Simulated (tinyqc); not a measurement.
## Quantum point contact as a saddle point: differential conductance at finite bias

Potential V0 - m wx^2 x^2/2 + m wy^2 y^2/2; energies are counted from V0. Mode n = 0, 1, ... transmits T_n(E) = 1/(1 + exp(-2 pi (E - E_n)/wx)), E_n = wy (n + 1/2); each mode carries 2 q^2/h.

g(T) = int g(E) (-df/dE) dE = int g(mu + x kB T) dx/(4 cosh^2(x/2)), g(E) the zero-temperature value at E, g = G/(2 q^2/h). With the bias V split evenly and the saddle held fixed, dI/dV = [g(mu + V/2) + g(mu - V/2)]/2, each thermally averaged.

Values chosen for this exercise:
- T = 1.5 K (temperature)
- wy = 4 meV (transverse quantum hbar wy)
- wx = 1.1 meV (curvature of the barrier hbar wx)
- mu = 12.42 meV (Fermi level above the saddle point)

Constants: q = 1.602176634e-19 C, kB = 1.380649e-23 J/K, Vt = kB T/q. Results are converted to the units shown.

Differential conductance at finite bias:
```
V (mV)	g(mu + V/2)	g(mu - V/2)	dI/dV
0	3.000	3.000	3.000
0.8	3.003	3.000	3.002
1.6	3.026	3.000	3.013
2.4	3.156	2.997	3.077
3.2	3.522	2.979	3.250
4	3.867	2.867	3.367
4.8	3.979	2.522	3.250
5.6	3.997	2.156	3.077
6.4	4.000	2.026	3.013
7.2	4.000	2.003	3.002
8	4.000	2.000	3.000
8.8	4.003	2.000	3.002
```

What does the comparison show?

dI/dV moves up and down between 3.00 and 3.37 in units of 2 q^2/h. Right-movers gain modes (3.00 to 4.00) while left-movers lose them (3.00 to 2.00).

tinyqc, about 0.04 s, one thread, Intel Xeon 2.30GHz (shared host): `OMP_NUM_THREADS=1 python tinyqc.py 2740039 2740040 out.jsonl`
